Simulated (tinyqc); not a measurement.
## Mobility and doping from two currents

Inverse problem. A trap-free film with injecting contacts is fitted, with diffusion neglected, by J = q mu N V/Lf + (9/8) eps0 eps_r mu V^2/Lf^3. Find mu, N and the voltage at which both terms are equal.

Parameters, values chosen for the exercise: relative permittivity eps_r = 15.1; film thickness Lf = 440 nm.

Constants: q = 1.602176634e-19 C, eps0 = 8.8541878128e-14 F/cm where lengths are in cm. Results are converted to the units shown.

J at 3.6 and 13 V (A/cm^2): [138.12387, 908.74392]

Solution. J/V is a straight line in V: the slope gives mu and the intercept mu N.

mu = 0.1900 cm^2/(V s)
N = 3.800e16 cm^-3
crossover voltage = 7.836 V

Numbers from tinyqc (`OMP_NUM_THREADS=1 python tinyqc.py 2730053 2730054 out.jsonl`; about 4 s on one thread of a shared Intel Xeon 2.30GHz).
